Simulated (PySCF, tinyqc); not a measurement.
Starting guesses with plain Roothaan steps: SCF starting guesses in the sto-3g basis, for BeH+, spin multiplicity 1. Computed by the program tinyqc with PySCF. RHF with one setting changed at a time; a run stops when the energy changes by less than 1e-09 hartree and the error matrix is below 1e-5. Starts: the lowest orbitals of the core Hamiltonian, of the Wolfsberg-Helmholz matrix (K = 1.75), projected atomic densities, random orbitals, and the highest orbitals of the core Hamiltonian (a deliberately bad start).

Geometry (angstrom):
```
atom       x       y       z
Be    0.0000  0.0000  0.0000
H     0.0000  0.0000  2.0570
```

lowest restricted solution found by these runs and by PySCF = -14.571327 hartree

Largest element of the error matrix X^T (FDS - SDF) X:
```
iteration     core  Wolfsberg-Helmholz  atomic densities   random  highest core orbitals
1          2.4e-01             1.6e-01           9.6e-02  1.9e+00                1.8e-02
2          4.2e-02             6.7e-02           1.7e-01  2.5e-01                3.8e-01
3          1.5e-02             5.4e-02           3.1e-02  2.6e-01                3.2e-01
4          7.3e-03             3.4e-02           9.9e-03  5.5e-02                1.1e-01
5          3.4e-03             1.8e-02           4.4e-03  2.1e-02                1.9e-02
6          1.5e-03             8.8e-03           1.9e-03  8.6e-03                6.8e-03
8          3.2e-04             1.9e-03           3.9e-04  1.4e-03                1.4e-03
10         6.5e-05             3.8e-04           8.0e-05  2.2e-04                2.7e-04
14               -             1.6e-05                 -  5.5e-06                1.1e-05
```

How each run ends:
```
run                    iterations  E (hartree)         state
core                           13    -14.57133  lowest found
Wolfsberg-Helmholz             15    -14.57133  lowest found
atomic densities               13    -14.57133  lowest found
random                         14    -14.57133  lowest found
highest core orbitals          15    -14.57133  lowest found
```

What does the comparison show, and why?

5 of 5 runs reach the lowest restricted solution found, in 13 to 15 iterations (fastest: core, atomic densities). The first errors are 2e-01, 2e-01, 1e-01, 2e+00, 2e-02; the deliberately bad start has the smallest one, so a small first error does not mark a good start. The restricted reference is unstable here: a spin-polarised solution lies 0.0271 hartree lower (PySCF), so results built on it describe a poor reference.
